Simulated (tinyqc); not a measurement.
A spin-degenerate level with charging energy between two leads, rate equations: relaxation from the empty dot.

States 0, up, down and 2 with energies 0, e1 - Ez/2, e1 + Ez/2 and 2 e1 + U. mu_L = +V/2, mu_R = -V/2 (meV), f(x) = 1/(1 + exp(x/kB T)). A transition that adds one electron of given spin at the energy E has the rate G f(E - mu) from each lead, and its reverse G [1 - f(E - mu)]. I counts electrons leaving the left lead, times q.

Explicit Euler step: p(new) = p + dt W p.

Stop when no probability changes by more than 1e-8 in a step, or after 60 steps.

Values chosen for this exercise: time step dt = 1.1 ns.

W (1/ns):
```
             0        up      down         2
0     -2.06769   0.00015   0.00015   0.00000
up     1.03385  -0.98020   0.00000   0.05395
down   1.03385   0.00000  -0.98020   0.05395
2      0.00000   0.98005   0.98005  -0.10791
```

p at the start: 0 1, up 0, down 0, 2 0

Course of the iteration:
```
step  p(0) / 1e6  p(up) / 1e6  p(down) / 1e6  p(2) / 1e6  largest change
1        0.00000      0.00000        0.00000     0.00000            2.27
2        0.00000      0.00000        0.00000     0.00000            2.90
3        0.00000      0.00000        0.00000     0.00000            3.70
4        0.00000      0.00000        0.00000     0.00000            4.71
5        0.00000      0.00000        0.00000     0.00000            6.01
6        0.00000      0.00000        0.00000     0.00001            7.66
7       -0.00001      0.00001        0.00001     0.00000            9.76
8        0.00001     -0.00001       -0.00001     0.00001            12.4
...          ...          ...            ...         ...             ...
53      -0.38752      0.38752        0.38752    -0.38752          6.92e5
54       0.49401     -0.49401       -0.49401     0.49401          8.82e5
55      -0.62977      0.62977        0.62977    -0.62977          1.12e6
56       0.80283     -0.80283       -0.80283     0.80283          1.43e6
57      -1.02345      1.02345        1.02345    -1.02345          1.83e6
58       1.30469     -1.30469       -1.30469     1.30469          2.33e6
59      -1.66322      1.66322        1.66322    -1.66322          2.97e6
60       2.12027     -2.12027       -2.12027     2.12027          3.78e6
```

Did this iteration meet its convergence test, and what does its course show?

No. The change grows and flips sign each step, and probabilities leave the range 0 to 1. The largest decay rate of W is 2.07 1/ns, so a step multiplies that mode by 1 - dt times the rate = -1.27, beyond -1; stability needs dt below 0.967 ns. In reruns, dt = 0.48 ns settles in 26 steps; implicit steps, p(new) = (1 - dt W)^(-1) p, at the original dt = 1.1 ns settle in 25 steps.

Range of the model: Rate equations need hbar G well below kB T; cotunnelling and the Kondo effect are left out.

Numbers from tinyqc (`OMP_NUM_THREADS=1 python tinyqc.py 2780002 2780003 out.jsonl`; about 0.01 s on one thread of a shared Intel Xeon 2.30GHz).
